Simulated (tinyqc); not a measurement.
Sub-threshold conduction and electro-thermal threshold of an amorphous chalcogenide: the S-shaped curve.

Trap-limited conduction: I = I0 exp(-Ea/kB T) sinh(q V dz/(2 ua kB T)), I0 = 2 q A Nt dz/ta. One lumped temperature T = T0 + Rt I V. The threshold is the largest V for which a steady state exists on the low-current branch.

For each T, V solves Rt I(V, T) V = T - T0.

Values chosen for this exercise; values of the order of Ge-Sb-Te and related chalcogenides:

| symbol | value | unit | meaning |
|---|---|---|---|
| T0 | 358 | K | ambient temperature |
| A | 420 | nm^2 | cross-section |
| ua | 23 | nm | amorphous thickness |
| dz | 8 | nm | distance between traps |
| Ea | 0.3 | eV | activation energy |
| Nt | 1.6e19 | cm^-3 | trap density |
| ta | 1e-15 | s | attempt time |
| Rt | 6.8 | K/uW | thermal resistance |

Constants: q = 1.602176634e-19 C, kB = 1.380649e-23 J/K. Results are converted to the units shown.

Result of one run:

| T (K) | V (V) | I (uA) | V/I (kohm) |
|---|---|---|---|
| 377 | 0.3987 | 7.008 | 56.90 |

What becomes of these results when the cell temperature T is changed from 377 to 521 K, all else the same?

Result of the changed run:

| T (K) | V (V) | I (uA) | V/I (kohm) |
|---|---|---|---|
| 521 | 0.4319 | 55.50 | 7.783 |

The whole series:

| T (K) | V (V) | I (uA) | V/I (kohm) |
|---|---|---|---|
| 361 | 0.2326 | 1.897 | 122.6 |
| 366 | 0.3220 | 3.653 | 88.14 |
| 377 | 0.3987 | 7.008 | 56.90 |
| 396 | 0.4455 | 12.54 | 35.51 |
| 414 | 0.4603 | 17.89 | 25.72 |
| 433 | 0.4637 | 23.78 | 19.50 |
| 470 | 0.4552 | 36.18 | 12.58 |
| 521 | 0.4319 | 55.50 | 7.783 |
| 596 | 0.3947 | 88.67 | 4.452 |
| 692 | 0.3549 | 138.4 | 2.564 |
| 840 | 0.3138 | 225.9 | 1.389 |

V goes from 0.233 through a maximum of 0.464 (at T = 433 K among the rows listed) to 0.314 V, while I rises from 1.90 to 226 uA. The exact threshold is 0.4637 V at 432.1 K; beyond it V falls as I rises, a negative differential resistance that a voltage source cannot hold. For T = 521, 596, 692, 840 the layer would crystallise if held at such a temperature.

Range of the model: Purely electronic switching mechanisms, filaments and series resistance are left out.

Program tinyqc, `OMP_NUM_THREADS=1 python tinyqc.py 2490010 2490011 out.jsonl`; Intel Xeon 2.30GHz, shared host, one thread, about 0.01 s.
